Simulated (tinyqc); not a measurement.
## Semiconductor laser, carrier and photon rate equations: effect of the gain coefficient on threshold and bandwidth

Carrier density N and photon density S in one mode: dN/dt = F1 = eta I/(q V) - (A N + B N^2 + C N^3) - vg g S; dS/dt = F2 = G vg g S + G be B N^2 - S/tp, with g = g0 ln(N/Ntr)/(1 + ec S). Output power P = Fo Eph S V/(G tp). No heating, no carrier transport.

gth = 1/(G vg tp), Nth = Ntr exp(gth/g0), Ith = q V (A Nth + B Nth^2 + C Nth^3)/eta. N and S are the steady state (F1 = F2 = 0, S > 0). Jacobian, with a = g0/(N (1 + ec S)) and d = g/(1 + ec S): J11 = -(A + 2 B N + 3 C N^2) - vg a S, J12 = -vg d, J21 = G vg a S + 2 G be B N, J22 = G vg d - 1/tp. wR^2 = det J, gamma = -trace J, fR = wR/(2 pi); the response wR^2/(wR^2 - w^2 + i gamma w) falls to 1/sqrt(2) at w^2 = x + sqrt(x^2 + wR^4), x = wR^2 - gamma^2/2 (f3dB = w/(2 pi)).

Parameters, values chosen for the exercise:
- V = 1.8e-12 cm^3 (active volume)
- G = 0.116 (confinement factor)
- vg = 7.68e9 cm/s (group velocity)
- Ntr = 1.3e18 cm^-3 (transparency density)
- ec = 5.1e-18 cm^3 (gain compression)
- tp = 1.9 ps (photon lifetime)
- A = 2.2e8 1/s (defect recombination coefficient)
- B = 1.1e-10 cm^3/s (radiative coefficient)
- C = 3.2e-30 cm^6/s (Auger coefficient)
- be = 0.00034 (share of spontaneous emission into the mode)
- eta = 0.84 (injection efficiency)
- Fo = 0.37 (share of cavity losses that is output)
- Eph = 1.9 eV (photon energy)
- I = 1.1 mA (drive current)

Constants: q = 1.602176634e-19 C. Results are converted to the units shown.

Result of one run:
```
g0 (1/cm)  Ith (mA)  P (mW)  fR (GHz)  gamma (1/ns)  f3dB (GHz)
8400         0.1818  0.5422     19.04         29.31       29.26
```

What becomes of these results when the gain coefficient g0 is changed from 8400 to 5100 1/cm, all else the same?

Result of the changed run:
```
g0 (1/cm)  Ith (mA)  P (mW)  fR (GHz)  gamma (1/ns)  f3dB (GHz)
5100         0.1941  0.5349     14.40         17.69       22.22
```

The whole series:
```
g0 (1/cm)  Ith (mA)  P (mW)  fR (GHz)  gamma (1/ns)  f3dB (GHz)
1900         0.2590  0.4965     7.681         6.534       11.90
2400         0.2351  0.5106     9.043         8.252       14.00
3100         0.2165  0.5216     10.68         10.68       16.52
4000         0.2033  0.5294     12.49         13.83       19.30
5100         0.1941  0.5349     14.40         17.69       22.22
6500         0.1873  0.5390     16.52         22.61       25.46
8400         0.1818  0.5422     19.04         29.31       29.26
```

As g0 goes from 1900 to 8400 1/cm, Ith falls from 0.259 to 0.182 mA, fR rises from 7.68 to 19.0 GHz, gamma rises from 6.53 to 29.3 1/ns and f3dB rises from 11.9 to 29.3 GHz.

Program tinyqc, `OMP_NUM_THREADS=1 python tinyqc.py 2840036 2840037 out.jsonl`; Intel Xeon 2.30GHz, shared host, one thread, about 0.01 s.
